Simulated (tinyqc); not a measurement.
Inside a calculation. Model: correction of a charged-defect supercell by a model charge and potential alignment (plane-averaged potentials). Computed by tinyqc, a small Python program that keeps every step. Command: `OMP_NUM_THREADS=1 python tinyqc.py 3112160 3112161 out.jsonl align walk`. One thread of a shared host (Intel(R) Xeon(R) Processor @ 2.30GHz), about 0.01 s of CPU time with the checks. Intermediate numbers are printed to about 6 digits and carried at full precision; extremes and crossings named in words are read from the listed rows.

The "true" defect charge is (1 - x) q in a Gaussian of width sigma plus x q in one of width sigma_t, so the exact answer is known; the correction sees only a single model Gaussian of width sigma_m. A Gaussian of width s has the transform rho(G) = exp(-G^2 s^2/2), normalised to 1. A uniform background cancels q, so G = 0 is left out. Potentials are those felt by a unit positive charge. E_0 is the formation energy of the isolated defect, E_cell its value in the supercell, E_lat = E_iso - E_per of the model charge, C the true less the model potential far from the defect; the exact correction is E_0 - E_cell, and the error of a scheme is E_cell plus its correction less E_0.

Inputs (values chosen for the exercise, with screening close to that of diamond): defect charge q = 2 e; dielectric constant eps = 5.7; edge of the cubic cell L = 17.4 angstrom; width sigma of the true defect charge = 1.7 angstrom; width sigma_m of the model charge = 1.2 angstrom; share x of the charge in a wide tail = 0.33; width sigma_t of the tail = 3.4 angstrom; formation energy of the isolated defect E_0 = 3.69 eV.

Constants: e^2/(4 pi eps_0) = 14.39964548 eV angstrom.

## The supercell energy and its true error

Periodic energy E_per = (2 pi q^2/(eps L^3)) (e^2/(4 pi eps_0)) sum_(G != 0) rho(G)^2/G^2, G = (2 pi/L)(n1, n2, n3), |n_i| <= 16. Isolated energy: two Gaussians of charges q_a, q_b and widths a, b interact by q_a q_b (e^2/(4 pi eps_0 eps)) sqrt(2/pi)/sqrt(a^2 + b^2), and the self-energy is half the sum over pairs. Supercell value E_cell = E_0 + E_per - E_iso for the true charge.

E_iso, true charge = 1.31298 eV

E_per, true charge = 0.558353 eV

E_cell = 2.93538 eV

exact correction = 0.754623 eV

## Lattice energy of the model charge

E_lat = E_iso - E_per for the model charge; point-charge value alpha q^2 e^2/(4 pi eps_0 eps 2 L) with alpha = 2.837297.

E_iso, model = 2.37548 eV

E_per, model = 1.56895 eV

E_lat = 0.806522 eV

point-charge value = 0.823877 eV

## Plane-averaged potentials

Plane-averaged potential at distance z from the defect: V(z) = (4 pi q/(eps L^3)) (e^2/(4 pi eps_0 e)) sum_(m != 0) rho(G_m) cos(G_m z)/G_m^2, G_m = 2 pi m/L, |m| <= 40.

Potentials (V):
```
z/L   z (angstrom)       true      model  difference
0.00          0.00   0.149576   0.212362  -0.0627861
0.05          0.87   0.138868   0.191636  -0.0527685
0.10          1.74   0.109816   0.140296  -0.0304802
0.15          2.61   0.069726   0.078816  -0.0090896
0.20          3.48   0.026292   0.020704   0.0055874
0.25          4.35  -0.014945  -0.029341   0.0143964
0.30          5.22  -0.050844  -0.070383   0.0195392
0.35          6.09  -0.079803  -0.102311   0.0225079
0.40          6.96  -0.100968  -0.125117   0.0241487
0.45          7.83  -0.113846  -0.138801   0.0249546
0.50          8.70  -0.118167  -0.143362   0.0251944
```

The difference moves by 1.05 mV between z/L = 0.4 and 0.5, so the plateau is not yet flat.

## Alignment and corrected energy

C = difference at z = L/2; E_corr = E_cell + E_lat - q C. For charges that have died out at L/2, C = (2 pi q/(eps L^3)) (e^2/(4 pi eps_0 e)) (<s^2> - sigma_m^2), <s^2> = (1 - x) sigma^2 + x sigma_t^2.

alignment C = 0.0251944 V

C, closed form = 0.0259793 V

E_corr = 3.69151 eV

error with alignment (rounded to 1e-4 meV) = 1.5098 meV

error without alignment = 51.8987 meV

error with the point-charge term alone = 69.2538 meV

error without correction = -754.623 meV

Errors are measured against E_0. Alignment cuts the error of the model charge from 52 to 1.5 meV.

## Errors against cell size

Schemes: none; point-charge term alpha q^2 e^2/(4 pi eps_0 eps 2 L), alpha = 2.837297; E_lat of the model; E_lat - q C with C at z = L/2.

Error against E_0 (meV):
```
L (angstrom)      none  point charge  model charge  model and alignment
12.2          -978.573       196.465       146.115              23.1935
14.8          -856.534       112.079        83.876               6.2393
17.4          -754.623        69.254        51.899               1.5098
20.9          -645.913        39.995        29.980               0.1896
26.1          -528.714        20.537        15.395               0.0060
```

Between the last two rows the uncorrected error scales as L^-0.90 and the point-charge remainder as L^-3.00. With alignment the error is +23.2 meV in the smallest cell and +0.01 meV in the largest.

Checks made by the program: E_lat against the point-charge value less 2 pi q^2 sigma_m^2 e^2/(4 pi eps_0 eps L^3) (relative difference 2e-07).
